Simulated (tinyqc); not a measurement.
Lossy on-chip transmission line with skin effect: two steps of the calculation.

A uniform line in a homogeneous dielectric: c = sqrt(er)/(c0 Z0), l = Z0 sqrt(er)/c0 (c0 = 299792458 m/s), g = w c td, w = 2 pi f. The resistance joins its limits as r = sqrt(r_dc^2 + r_hf^2), with r_dc = rho/(wd th), r_hf = kr rho/(2 delta (wd + th)), delta = sqrt(rho/(pi f mu0)), mu0 = 4 pi 1e-7 H/m; this is an interpolation, and internal inductance, up to 0.05 nH/mm at low frequency, is neglected.

Parameters, values chosen for the exercise: width of the strip wd = 1.6 um; thickness of the strip th = 0.92 um; resistivity rho = 2.9 uohm cm; relative permittivity er = 3.5; loss tangent td = 0.01; lossless impedance sqrt(l/c) Z0 = 50 ohm; factor for crowding and the return path kr = 1.5; length len = 2.2 mm; frequency f = 6.8 GHz.

Question 1. Line constants. delta, r_dc, r_hf, r, l, c and g as defined.

Wanted: delta; r_dc; r_hf; r; l; c; g.

Answer 1.

delta = 1.039 um
r_dc = 19.70 ohm/mm
r_hf = 8.304 ohm/mm
r = 21.38 ohm/mm
l = 0.3120 nH/mm
c = 124.8 pF/m
g = 0.05333 S/m

r is 1.09 times r_dc; the skin depth is 1.13 of the thickness.

Question 2. Propagation constant and impedance. gamma = sqrt((r + i w l)(g + i w c)) = alpha + i beta, Zc = sqrt((r + i w l)/(g + i w c)), roots with positive real part; loss 8.685889638 alpha in dB; phase velocity w/beta.

r = 21.379695 ohm/mm
l = 0.31202064 nH/mm
c = 124.80826 pF/m
g = 0.053325151 S/m

Find: gamma len; Zc; loss; phase velocity over c0; r/(w l).

Answer 2.

gamma len = 0.3948+0.7032i
Zc = 60.27-33.05i ohm
loss = 1.559 dB/mm
phase velocity over c0 = 0.4459
r/(w l) = 1.604

r exceeds w l, so the line behaves mainly as an RC line at this frequency.

Program tinyqc, `OMP_NUM_THREADS=1 python tinyqc.py 2810102 2810103 out.jsonl`; Intel Xeon 2.30GHz, shared host, one thread, about 0.01 s.
